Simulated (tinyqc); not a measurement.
Worked calculation: sp3 tight binding, zinc-blende lattice. Computed by tinyqc, a small Python program that keeps every step. Command: `OMP_NUM_THREADS=1 python tinyqc.py 29860 29861 out.jsonl` (the two numbers bound the seeds that draw the settings). One thread of a shared host (Intel(R) Xeon(R) Processor @ 2.60GHz), about 0.01 s of CPU time with the checks.

## Bloch Hamiltonian at k

Parameters chosen for this model: zinc-blende lattice, anion at 0, cation at a/4 (1,1,1); V = eta hbar^2 / (m d^2), hbar^2/m = 7.619964 eV angstrom^2:
```
parameter          value      unit
a               6.170000  angstrom
d               2.671688  angstrom
Es anion      -13.140000        eV
Ep anion       -6.540000        eV
Es cation     -13.140000        eV
Ep cation      -6.540000        eV
eta ss         -1.320000
eta sp          1.420000
eta pp sigma    2.220000
eta pp pi      -0.630000
V ss           -1.409144        eV
V sp            1.515897        eV
V pp sigma      2.369923        eV
V pp pi        -0.672546        eV
```

k point k (2 pi / a): [-0.760000, 0.250000, -0.060000]

Slater-Koster rules over the four bonds with direction cosines (l, m, n): ss V_ss; s-px l V_sp; px-s -l V_sp; px-px l^2 V_pps + (1 - l^2) V_ppp; px-py l m (V_pps - V_ppp); each times exp(i k.d).

H(k) at k (eV), order a s, a px, a py, a pz, c s, c px, c py, c pz:
$$\begin{pmatrix}
-13.140000 & 0.000000 & 0.000000 & 0.000000 & -1.908507+0.188739i & 0.046412-2.993858i & -0.283003+0.490989i & 1.240097-0.112049i \\
0.000000 & -6.540000 & 0.000000 & 0.000000 & -0.046412+2.993858i & 0.462668-0.045755i & 1.436982-0.129838i & -0.327934+0.568942i \\
0.000000 & 0.000000 & -6.540000 & 0.000000 & 0.283003-0.490989i & 1.436982-0.129838i & 0.462668-0.045755i & 0.053781-3.469182i \\
0.000000 & 0.000000 & 0.000000 & -6.540000 & -1.240097+0.112049i & -0.327934+0.568942i & 0.053781-3.469182i & 0.462668-0.045755i \\
-1.908507-0.188739i & -0.046412-2.993858i & 0.283003+0.490989i & -1.240097-0.112049i & -13.140000 & 0.000000 & 0.000000 & 0.000000 \\
0.046412+2.993858i & 0.462668+0.045755i & 1.436982+0.129838i & -0.327934-0.568942i & 0.000000 & -6.540000 & 0.000000 & 0.000000 \\
-0.283003-0.490989i & 1.436982+0.129838i & 0.462668+0.045755i & 0.053781+3.469182i & 0.000000 & 0.000000 & -6.540000 & 0.000000 \\
1.240097+0.112049i & -0.327934-0.568942i & 0.053781+3.469182i & 0.462668+0.045755i & 0.000000 & 0.000000 & 0.000000 & -6.540000
\end{pmatrix}$$

## Levels at k

Diagonalise the Hermitian matrix.

eigenvalues (eV): [-16.112507, -13.116220, -10.468200, -10.175695, -5.486722, -4.756336, -2.856409, -2.547911]

weights |c|^2 of the basis functions, order a s, a px, a py, a pz, c s, c px, c py, c pz:
$$\begin{pmatrix}
0.453050 & 0.373355 & 0.003171 & 0.003447 & 0.119016 & 0.045033 & 0.000938 & 0.001990 \\
0.041043 & 0.089086 & 0.046150 & 0.045821 & 0.302003 & 0.401636 & 0.014013 & 0.060248 \\
0.001777 & 0.008016 & 0.204251 & 0.283419 & 0.002770 & 0.003655 & 0.283564 & 0.212550 \\
0.004130 & 0.029543 & 0.246428 & 0.167313 & 0.076211 & 0.049676 & 0.201485 & 0.225212 \\
0.453050 & 0.373355 & 0.003171 & 0.003447 & 0.119016 & 0.045033 & 0.000938 & 0.001990 \\
0.041043 & 0.089086 & 0.046150 & 0.045821 & 0.302003 & 0.401636 & 0.014013 & 0.060248 \\
0.001777 & 0.008016 & 0.204251 & 0.283419 & 0.002770 & 0.003655 & 0.283564 & 0.212550 \\
0.004130 & 0.029543 & 0.246428 & 0.167313 & 0.076211 & 0.049676 & 0.201485 & 0.225212
\end{pmatrix}$$

## Bloch Hamiltonian at X

k point X (2 pi / a): [1, 0, 0]

As before.

H(k) at X (eV), order a s, a px, a py, a pz, c s, c px, c py, c pz:
$$\begin{pmatrix}
-13.140000 & 0.000000 & 0.000000 & 0.000000 & 0.000000 & 0.000000+3.500814i & 0.000000 & 0.000000 \\
0.000000 & -6.540000 & 0.000000 & 0.000000 & 0.000000-3.500814i & 0.000000 & 0.000000 & 0.000000 \\
0.000000 & 0.000000 & -6.540000 & 0.000000 & 0.000000 & 0.000000 & 0.000000 & 0.000000+4.056625i \\
0.000000 & 0.000000 & 0.000000 & -6.540000 & 0.000000 & 0.000000 & 0.000000+4.056625i & 0.000000 \\
0.000000 & 0.000000+3.500814i & 0.000000 & 0.000000 & -13.140000 & 0.000000 & 0.000000 & 0.000000 \\
0.000000-3.500814i & 0.000000 & 0.000000 & 0.000000 & 0.000000 & -6.540000 & 0.000000 & 0.000000 \\
0.000000 & 0.000000 & 0.000000 & 0.000000-4.056625i & 0.000000 & 0.000000 & -6.540000 & 0.000000 \\
0.000000 & 0.000000 & 0.000000-4.056625i & 0.000000 & 0.000000 & 0.000000 & 0.000000 & -6.540000
\end{pmatrix}$$

## Levels at X

As before.

eigenvalues (eV): [-14.650998, -14.650998, -10.596625, -10.596625, -5.029002, -5.029002, -2.483375, -2.483375]

## Bands along a path

The same steps at evenly spaced points between the labelled ones.

Bands along the path (eV):
```
k             band 1      band 2      band 3      band 4     band 5     band 6     band 7     band 8
L         -16.640479  -13.156218   -9.251534   -9.251534  -7.078899  -3.828466  -3.828466  -2.484404
L-G 0.25  -17.126999  -12.439059   -9.099125   -9.099125  -7.025147  -3.980875  -3.980875  -2.768795
L-G 0.50  -17.949149  -10.930036   -8.687042   -8.687042  -6.920484  -4.392958  -4.392958  -3.560331
L-G 0.75  -18.558343   -9.229144   -8.174155   -8.174155  -6.965120  -4.905845  -4.905845  -4.607393
G         -18.776574   -7.906442   -7.906442   -7.906442  -7.503426  -5.173558  -5.173558  -5.173558
G-X 0.25  -18.483426   -9.208737   -8.540920   -8.540920  -6.526175  -5.141662  -4.539080  -4.539080
G-X 0.50  -17.633774  -10.939288   -9.566828   -9.566828  -5.721272  -5.065666  -3.513172  -3.513172
G-X 0.75  -16.313043  -12.804825  -10.324137  -10.324137  -5.241066  -5.001066  -2.755863  -2.755863
X         -14.650998  -14.650998  -10.596625  -10.596625  -5.029002  -5.029002  -2.483375  -2.483375
X-W 0.25  -14.650998  -14.650998  -10.596625  -10.596625  -5.029002  -5.029002  -2.483375  -2.483375
X-W 0.50  -14.650998  -14.650998  -10.596625  -10.596625  -5.029002  -5.029002  -2.483375  -2.483375
X-W 0.75  -14.650998  -14.650998  -10.596625  -10.596625  -5.029002  -5.029002  -2.483375  -2.483375
W         -14.650998  -14.650998  -10.596625  -10.596625  -5.029002  -5.029002  -2.483375  -2.483375
```

With 4 band(s) filled, the highest filled level on these points lies at G and the lowest empty one at G: a gap of 0.4030 eV, direct.
